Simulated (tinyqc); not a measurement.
What each parameter does: pi bands of a honeycomb layer in tight binding.

Lattice vectors a (1,0) and a (1/2, sqrt3/2); f = exp(i ky a/sqrt3) + 2 cos(kx a/2) exp(-i ky a/(2 sqrt3)), w = |f|. H = [[D - t2 F, -t f], [., -D - t2 F]] with F = w^2 - 3, S = [[1, s0 f], [., 1]]; the levels solve det(H - E S) = 0. K = (4 pi/3a, 0), M = (pi/a, pi/(sqrt3 a)); w = 3, 1, 0 at Gamma, M, K.

Parameters, chosen for this exercise (of the size used for graphene; shifted at random, so the results belong to these values and not to a real crystal):
- a = 2.46 angstrom (lattice constant)
- t = 2.85 eV (nearest hopping)
- t2 = 0 eV (second-neighbour hopping)
- s0 = 0.104 (overlap of neighbours)
- D = 0 eV (+D on A, -D on B)

Gap at K, difference at M, and the two levels at Gamma, from (e - E)^2 - D^2 - (t + s0 E)^2 w^2 = 0, e = -t2 (w^2 - 3). Each row changes one parameter from the base and keeps the others.

Results:
```
case                 gap at K (eV)  difference at M (eV)  lower at Gamma (eV)  upper at Gamma (eV)
base                        0.0000                5.7623              -6.5168              12.4273
t = 2.9925 eV               0.0000                6.0504              -6.8426              13.0487
t2 = 0.05 eV                0.0000                5.7834              -6.7454              11.9913
s0 = 0.134                  0.0000                5.8042              -6.0984              14.2977
D = 0.1 eV                  0.2000                5.7658              -6.5174              12.4279
a = 2.5092 angstrom         0.0000                5.7623              -6.5168              12.4273
```

The largest shifts from the base row, up to three for each result and ties (the steps differ in size, so this ranks the rows, not the parameters). gap at K (eV): D +0.2000; unchanged at the printed digits by t, t2, s0 and a. difference at M (eV): t +0.2881, s0 +0.0419, t2 +0.0210; unchanged at the printed digits by a. lower at Gamma (eV): s0 +0.4183, t -0.3258, t2 -0.2287; unchanged at the printed digits by a. upper at Gamma (eV): s0 +1.8703, t +0.6214, t2 -0.4360; unchanged at the printed digits by a. At points fixed by symmetry a drops out; the gap at K is 2D whatever the hoppings.

Run: tinyqc, `OMP_NUM_THREADS=1 python tinyqc.py 1451735 1451736 out.jsonl`; Intel(R) Xeon(R) Processor @ 2.30GHz, one thread, shared host; about 0.01 s of CPU time with all checks.
